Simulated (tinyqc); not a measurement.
# Stacked nanosheet transistor, parasitic resistance, capacitance and delay: effect of the supply voltage

Ns sheets share one contact on top; each has perimeter p = 2 (Ws + ts) and cross-section A = Ws ts; contact width Wc = Ws + 10 nm, stack height Hs = Ns pv. Sheet 1 is the top one. Contact length Lc = CPP - Lg - 2 Lsp, shared by two neighbouring gates. Source and drain sides are equal. The formulas are first-order estimates, not field solutions.

Epitaxy sheet resistance Rsh = re/te, transfer length LT = sqrt(rc/Rsh), contact Rc = [sqrt(rc Rsh)/Wc] coth(Lc/(2 LT)); extension of one sheet Rx = rx Lsp/A. With N sheets: gate Cg = Cinv p N Lg; per side, plate Cp = ks eps0 [Wc (Hs + Hc) - N A]/Lsp, top fringe Cf = (2/pi) ks eps0 Wc ln(1 + Lg/(2 Lsp)), overlap Co = Cinv p N Lov. One sheet: I = p Q vx u/(1 + |u|^1.8)^(1/1.8), Q = Cinv n Vt ln(1 + exp((Vg' - VT + dl Vd')/(n Vt))), u = Vd' mu/(vx Lg), Vg' = Vgs - v, Vd' = Vds - 2 v, with the drop on each side v_j = Rc sum I + rv (sum over levels k = 2..j of the current of sheets k..Ns) + Rx I_j. Ieff = [I(Vgs = Vdd, Vds = Vdd/2) + I(Vdd/2, Vdd)]/2, total currents. With Cs = Cp + Cf + Co, the load of an inverter of two such devices driving an equal one is CL = 2 (Cg + 2 Cs) + 4 Cs + Cw (own drains counted twice for the Miller effect); delay CL Vdd/(2 Ieff).

Parameters, values chosen for the exercise; values close to those of silicon logic devices:

| symbol | value | unit | meaning |
|---|---|---|---|
| T | 300 | K | temperature |
| Ns | 4 |  | number of sheets |
| Ws | 30 | nm | sheet width |
| ts | 6 | nm | sheet thickness |
| pv | 18 | nm | vertical pitch of the sheets |
| rv | 120 | ohm | vertical resistance between sheet levels |
| CPP | 45 | nm | contacted gate pitch |
| Lg | 18 | nm | gate length |
| Lsp | 6 | nm | spacer length |
| ks | 5.5 |  | relative permittivity of the spacer |
| Hc | 20 | nm | gate height above the channel stack |
| rc | 5.9e-10 | ohm cm^2 | contact resistivity |
| re | 0.00032 | ohm cm | resistivity of the source-drain epitaxy |
| te | 15 | nm | current-carrying depth of the epitaxy |
| rx | 0.00055 | ohm cm | resistivity of the extension |
| Lov | 1 | nm | gate overlap |
| Cinv | 3.5 | uF/cm^2 | inversion capacitance |
| vx | 1.3e7 | cm/s | injection velocity |
| mu | 220 | cm^2/(V s) | apparent mobility |
| VT | 0.27 | V | threshold at zero drain voltage |
| dl | 0.042 | V/V | barrier lowering |
| n | 1.15 |  | subthreshold factor |
| Cw | 0.21 | fF | wire load |

Constants: q = 1.602176634e-19 C, kB = 1.380649e-23 J/K, eps0 = 8.8541878128e-12 F/m, Vt = kB T/q. Results are converted to the units shown.

The same in every row: Rc (ohm) = 209.8; Rx/N (ohm) = 45.83; CL (aF) = 854.8.

Results:

| Vdd (V) | Ieff (uA) | delay (ps) |
|---|---|---|
| 0.45 | 73.07 | 2.632 |
| 0.65 | 176.3 | 1.576 |
| 0.75 | 234.0 | 1.370 |
| 0.85 | 292.6 | 1.242 |
| 0.95 | 351.4 | 1.155 |

Estimate the missing row, Vdd = 0.55 V.

Computed row:

| Vdd (V) | Ieff (uA) | delay (ps) |
|---|---|---|
| 0.55 | 121.4 | 1.937 |

With this row back in the table: As Vdd goes from 0.45 to 0.95 V, Ieff rises from 73.1 to 351 uA, CL stays at 855 aF and the delay falls from 2.63 to 1.16 ps.

tinyqc, about 0.1 s, one thread, Intel Xeon 2.30GHz (shared host): `OMP_NUM_THREADS=1 python tinyqc.py 2170160 2170161 out.jsonl`
